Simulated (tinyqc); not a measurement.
Pump-down curve: gas flow in a process chamber: flow regimes, conductance, effective pumping speed, pump-down, outgassing and purge. Computed by tinyqc, a small Python program. Command: `OMP_NUM_THREADS=1 python tinyqc.py 3121193 3121194 out.jsonl pump walk`. One thread of a shared host (Intel(R) Xeon(R) Processor @ 2.30GHz), about 0.08 s of CPU time with the checks.

Ideal gas, isothermal flow, a pump of constant speed at the end of a round pipe; process gas, volume gas and outgassing are given the same properties. 1 sccm = 101325 Pa x 1e-6 m^3/60 s x T/273.15 K.

Inputs (values chosen for the exercise, modelled on hydrogen near room temperature): molar mass M = 2.016 g/mol; molecular diameter = 0.27 nm; viscosity eta = 8.9 micropascal s; temperature T = 300 K; chamber volume V = 170 L; wall area = 0.51 m^2; pipe diameter d = 2.5 cm; pipe length l = 17 cm; pump speed S = 45 L/s; outgassing rate after 1 h = 3.5e-06 Pa m^3/(s m^2); outgassing exponent n = 0.89; starting pressure p0 = 810 Pa.

Constants: k_B = 1.380649e-23 J/K; u = 1.6605390666e-27 kg.

Method:
- Mean speed c = sqrt(8 k_B T/(pi m)); aperture conductance C_a = c pi d^2/16; molecular pipe C_m = C_a/(1 + 3 l/(4 d)) (Dushman form); viscous pipe C_v = pi d^4 p_mean/(128 eta l); Knudsen interpolation C = C_v + C_m (1 + x)/(1 + 1.24 x), x = d p_mean sqrt(m/(k_B T))/eta.
- Effective speed 1/S_eff = 1/S + 1/C_m; time constant V/S_eff; pressure at which the free path k_B T/(sqrt2 pi d_m^2 p) equals d.
- Pump-down: V dp/dt = -S_eff(p) p + q(t) A, with S_eff = S p_2/p, where p_2 solves C((p + p_2)/2) (p - p_2) = S p_2 at each moment, and q(t) = q_1 (1 h/(t + 10 s))^n; integrated adaptively. At long times p = q(t) A/S_eff.
- S_eff(p) is tabulated at 260 pressures and interpolated in ln p. Comparison columns: p0 exp(-t/time constant) with the molecular S_eff (0 below 1e-26 p0), and the outgassing limit.

time constant = 8.53843 s

S_eff in molecular flow = 19.9100 L/s

Pressure against time:
```
t (s)       p (Pa)  S_eff (L/s)  volume gas only (Pa)  outgassing limit (Pa)
0.3     7.4870e+02       44.578            7.8203e+02             1.6453e-02
1       6.2326e+02       44.493            7.2048e+02             1.5518e-02
3       3.6994e+02       44.154            5.7003e+02             1.3374e-02
10      6.3561e+01       40.564            2.5110e+02             9.1151e-03
30      2.0926e+00       21.103            2.4131e+01             4.9186e-03
100     2.7665e-03       19.901            6.6395e-03             1.9991e-03
300     8.1571e-04       19.907            4.4610e-13             7.9500e-04
1000    2.8000e-04       19.909                     0             2.7786e-04
3600    8.9623e-05       19.910                     0             8.9432e-05
20000   1.9486e-05       19.910                     0             1.9479e-05
100000  4.6523e-06       19.910                     0             4.6520e-06
```

From t = 300 s on the pressure is within 20 % of the outgassing limit, which falls only as (t + 10 s)^-0.89: walls, not volume, set the time to base pressure. Early on viscous flow raises S_eff to 44.6 L/s, 2.2 times its molecular value.
